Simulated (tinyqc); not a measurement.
Carrier statistics of a doped semiconductor with parabolic bands: one step. The neutral state. Five cases, with inputs chosen for the exercise.

Problem. Solve the neutrality condition for EF to convergence.

Energies are counted from Ev, so Ec = Eg. n = Nc F_1/2((EF - Eg)/kT), p = Nv F_1/2(-EF/kT), ND+ = ND/(1 + 2 exp((EF - Eg + ED)/kT)), NA- = NA/(1 + 4 exp((EA - EF)/kT)); neutrality asks p + ND+ = n + NA-. F_j(eta) = (1/Gamma(j + 1)) integral_0^infinity x^j dx/(1 + exp(x - eta)), which tends to exp(eta) for eta << 0.

Case 1.

Values chosen (near those of GaSb; shifted at random, so the results belong to these values and not to a real crystal): ND = 1.3e+14 1/cm^3 (donors); NA = 6.3e+13 1/cm^3 (acceptors); ED = 0.00297 eV (donor level below Ec); EA = 0.0127 eV (acceptor level above Ev).

Eg = 0.7441586 eV
kT = 0.02154333 eV
Nc = 1.532910e+17 1/cm^3
Nv = 5.168841e+18 1/cm^3

Case 2.

Values chosen (near those of GaN; shifted at random, so the results belong to these values and not to a real crystal): ND = 3.4e+16 1/cm^3 (donors); NA = 3.3e+17 1/cm^3 (acceptors); ED = 0.0208 eV (donor level below Ec); EA = 0.174 eV (acceptor level above Ev).

Eg = 3.5358604 eV
kT = 0.01508033 eV
Nc = 1.030131e+18 1/cm^3
Nv = 1.901646e+19 1/cm^3

Case 3.

Values chosen (near those of AlAs; shifted at random, so the results belong to these values and not to a real crystal): ND = 3.6e+14 1/cm^3 (donors); NA = 4e+12 1/cm^3 (acceptors); ED = 0.0698 eV (donor level below Ec); EA = 0.0601 eV (acceptor level above Ev).

Eg = 2.0641749 eV
kT = 0.04308667 eV
Nc = 3.502780e+19 1/cm^3
Nv = 3.838618e+19 1/cm^3

Case 4.

Values chosen (near those of InAs; shifted at random, so the results belong to these values and not to a real crystal): ND = 5.9e+12 1/cm^3 (donors); NA = 1.1e+17 1/cm^3 (acceptors); ED = 0.00195 eV (donor level below Ec); EA = 0.0148 eV (acceptor level above Ev).

Eg = 0.3431333 eV
kT = 0.03016067 eV
Nc = 1.280097e+17 1/cm^3
Nv = 8.713749e+18 1/cm^3

Case 5.

Values chosen (near those of Si; shifted at random, so the results belong to these values and not to a real crystal): ND = 1.6e+16 1/cm^3 (donors); NA = 1.5e+12 1/cm^3 (acceptors); ED = 0.0453 eV (donor level below Ec); EA = 0.045 eV (acceptor level above Ev).

Eg = 1.1339242 eV
kT = 0.02154333 eV
Nc = 2.072993e+19 1/cm^3
Nv = 8.717592e+18 1/cm^3

Give: EF; n; p; ND+; NA-.

Solution.

Case 1.

EF = 0.5775 eV
n = 6.69e+13 1/cm^3
p = 1.18e+07 1/cm^3
ND+ = 1.30e+14 1/cm^3
NA- = 6.30e+13 1/cm^3

The material is n-type; 99.9 % of the donors are ionised. EF lies 7.74 kT inside the gap from the conduction edge, so Boltzmann statistics would serve; n p/(Nc Nv exp(-Eg/kT)) = 1.000.

Case 2.

EF = 0.1625 eV
n = 7.30e-80 1/cm^3
p = 3.98e+14 1/cm^3
ND+ = 3.40e+16 1/cm^3
NA- = 3.44e+16 1/cm^3

The material is p-type; 10.4 % of the acceptors are ionised. EF lies 10.77 kT inside the gap from the valence edge, so Boltzmann statistics would serve; n p/(Nc Nv exp(-Eg/kT)) = 1.000.

Case 3.

EF = 1.5688 eV
n = 3.56e+14 1/cm^3
p = 5.90e+03 1/cm^3
ND+ = 3.60e+14 1/cm^3
NA- = 4.00e+12 1/cm^3

The material is n-type; 100.0 % of the donors are ionised. EF lies 11.50 kT inside the gap from the conduction edge, so Boltzmann statistics would serve; n p/(Nc Nv exp(-Eg/kT)) = 1.000.

Case 4.

EF = 0.1339 eV
n = 1.24e+14 1/cm^3
p = 1.02e+17 1/cm^3
ND+ = 5.89e+12 1/cm^3
NA- = 1.02e+17 1/cm^3

The material is p-type; 92.9 % of the acceptors are ionised. EF lies 4.44 kT inside the gap from the valence edge, so Boltzmann statistics would serve; n p/(Nc Nv exp(-Eg/kT)) = 0.996.

Case 5.

EF = 0.9793 eV
n = 1.58e+16 1/cm^3
p = 0.158 1/cm^3
ND+ = 1.58e+16 1/cm^3
NA- = 1.50e+12 1/cm^3

The material is n-type; 98.8 % of the donors are ionised. EF lies 7.18 kT inside the gap from the conduction edge, so Boltzmann statistics would serve; n p/(Nc Nv exp(-Eg/kT)) = 1.000.

Computed by tinyqc, one run a case: `OMP_NUM_THREADS=1 python tinyqc.py N N+1 out.jsonl` with N = 1650957, 1651063, 1651190, 1651559, 1651589; one thread of a shared Intel(R) Xeon(R) Processor @ 2.30GHz, about 0.01 s a run at most.
